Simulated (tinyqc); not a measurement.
# Phonon transmission through an interface between two chains by Green functions, step by step

A worked calculation. Computed by tinyqc, a small Python program that keeps every step. Command: `OMP_NUM_THREADS=1 python tinyqc.py 3008406 3008407 out.jsonl agf walk`. One thread of a shared host (Intel(R) Xeon(R) Processor @ 2.30GHz), about 0.01 s of CPU time with the checks. Intermediate numbers are printed to about 6 digits and carried at full precision; extremes and crossings named in words are read from the listed rows.

Two semi-infinite chains (masses m_1, m_2; springs k_1, k_2), motion along the chain. The central region holds the end atom of each chain, joined by springs k_b. lambda = omega^2 in eV/(angstrom^2 u); nu = 15.6333042 THz x sqrt(lambda).

Inputs (values chosen for the exercise, for two model chains):
```
quantity,value,unit
mass m_1,15.5,u
spring k_1,13.3,eV/angstrom^2
mass m_2,32.4,u
spring k_2,15.8,eV/angstrom^2
junction spring k_b,1.94,eV/angstrom^2
probe frequency / lower band top,0.53,-
temperature T,300,K
```

Atoms in the interlayer: none.

Constants: nu for 1 eV/(angstrom^2 u) = 15.6333042 THz; h x 1 THz = 4.135667696 meV; k_B = 8.617333262e-05 eV/K; k_B = 1.380649e-23 J/K; h = 6.62607015e-34 J s.

## Band tops and impedances

nu_max = 15.6333042 THz x 2 sqrt(k/m); impedance Z = sqrt(k m); long-wave transmission 4 Z_1 Z_2/(Z_1 + Z_2)^2; the probe frequency is the given share of the lower band top.

band top of chain 1 = 28.9628 THz

band top of chain 2 = 21.8342 THz

Z_1 = 14.3579 sqrt(eV u)/angstrom

Z_2 = 22.6256 sqrt(eV u)/angstrom

long-wave transmission = 0.950025

probe frequency = 11.5721 THz

## Self-energies and the matrix at the probe frequency

In chain i, sin(q_i a/2) = nu/nu_max,i. An outgoing wave makes the next atom move as exp(i q_i a) times the end atom, so the lead adds the self-energy Sigma_i = -k_i exp(i q_i a) to the force-constant matrix; Gamma_i = -2 Im Sigma_i = 2 k_i sin(q_i a). A = lambda M - K - Sigma over the central atoms, with K_ii the sum of the springs at i, K_(i,i+1) = -k_b; G = inverse of A; transmission = Gamma_1 Gamma_2 |G_(first,last)|^2.

q_1 a = 0.822053 rad

q_2 a = 1.11720 rad

Gamma_1 = 19.4857 eV/angstrom^2

Gamma_2 = 28.4045 eV/angstrom^2

A (complex symmetric) (eV/angstrom^2):
```
,end of 1,end of 2
end of 1,2.3064+9.7429i,1.9400
end of 2,1.9400,6.9364+14.2023i
```

## Transmission at the probe frequency

The formulas are those given above.

G_(first,last) = 0.00941970+0.00749312i angstrom^2/eV

transmission = 0.0801871

It is below the long-wave value 0.950.

## Thermal conductance

Landauer conductance G = k_B int tau(nu) x^2 e^x/(e^x - 1)^2 d nu, x = h nu/(k_B T), from 0 to the lower band top (240 Gauss-Legendre points in s from 0 to 1, nu = nu_top sin(pi s/2)); tau is the transmission, and its thermal mean is G over the value for tau = 1 in the same window; the quantum is g_0 = pi^2 k_B^2 T/(3 h).

conductance G = 63.4959 pW/K

thermal mean of the transmission = 0.279727

G/g_0 = 0.223633

## Transmission spectrum against simple models

Long-wave value 4 Z_1 Z_2/(Z_1 + Z_2)^2. Continuum estimate, with omega = sqrt(lambda): a massless extra compliance c = 1/k_b - 1/(2 k_1) - 1/(2 k_2), tau = long-wave value/[1 + (omega c Z_1 Z_2/(Z_1 + Z_2))^2].

Transmission:
```
nu/nu_top,nu (THz),Green function,long-wave value,continuum estimate
0.05,1.0917,0.883591,0.950025,0.883811
0.15,3.2751,0.562980,0.950025,0.567429
0.25,5.4585,0.319562,0.950025,0.330679
0.35,7.6420,0.187397,0.950025,0.203389
0.45,9.8254,0.115351,0.950025,0.134405
0.55,12.0088,0.073367,0.950025,0.094388
0.65,14.1922,0.047151,0.950025,0.069542
0.75,16.3756,0.029725,0.950025,0.053203
0.85,18.5590,0.017380,0.950025,0.041941
0.92,20.0874,0.010430,0.950025,0.036035
0.98,21.3975,0.004390,0.950025,0.031901
```

The transmission starts at the impedance value 0.950 and vanishes at the lower band top, 21.83 THz, above which chain 2 has no states. It first falls below half of that value at nu/nu_top = 0.25. The continuum estimate is within 0.05 up to nu/nu_top = 0.98; it leaves out dispersion.

## Conductance against temperature

The formulas are those given above.

Conductance:
```
T (K),G (pW/K),mean transmission,G/g_0,G for transmission 1 (pW/K)
1,0.898939,0.949820,0.949820,0.946431
5,4.47185,0.944992,0.944992,4.73216
20,16.7431,0.884541,0.884541,18.9286
50,33.8773,0.715896,0.715895,47.3216
100,48.5893,0.513979,0.513395,94.5357
200,59.6925,0.337155,0.315356,177.048
400,65.1460,0.256602,0.172083,253.880
800,66.9645,0.232684,0.0884434,287.792
```

At 1 K G/g_0 = 0.950; as T goes to 0 it tends to the long-wave transmission, where only the impedances count. Towards high T all modes count more and more alike; at 800 K G is 67.0 pW/K and the mean transmission is 0.233, which is well below the low-T value.

Checks made by the program: low-frequency limit against the impedance formula (relative difference 3e-07); unitarity: Gamma_1 |G_11|^2 + Gamma_2 |G_1N|^2 = -2 Im G_11 (relative difference below 1e-10); conductance against a 1500-point midpoint sum (relative difference below 1e-10).
